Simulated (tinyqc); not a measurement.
Model parameters from four stresses.

Inverse problem. The threshold shift of a transistor under bias-temperature stress follows dV = A (V/V0)^g exp[-(Ea q/kB)(1/T - 1/T0)] (t/1 s)^n. Find n, A, g and Ea.

Inputs (values chosen for the exercise):

| symbol | value | unit | meaning |
|---|---|---|---|
| V0 | 1.3 | V | reference stress voltage |
| T0 | 398 | K | reference temperature |

Constants: q = 1.602176634e-19 C, kB = 1.380649e-23 J/K. Results are converted to the units shown.

dV at (V0, T0, 10 s), (V0, T0, 1000 s), (1 V, T0, 1000 s) and (V0, 423 K, 1000 s) (mV): 23.232249  55.730284  26.040873  77.318846

Solution. Each pair differs in one condition, and the logarithm of its ratio gives one exponent.

n = 0.190
A = 15.0 mV
g = 2.90
Ea = 0.190 eV

tinyqc, about 0.01 s, one thread, Intel Xeon 2.30GHz (shared host): `OMP_NUM_THREADS=1 python tinyqc.py 2070122 2070123 out.jsonl`
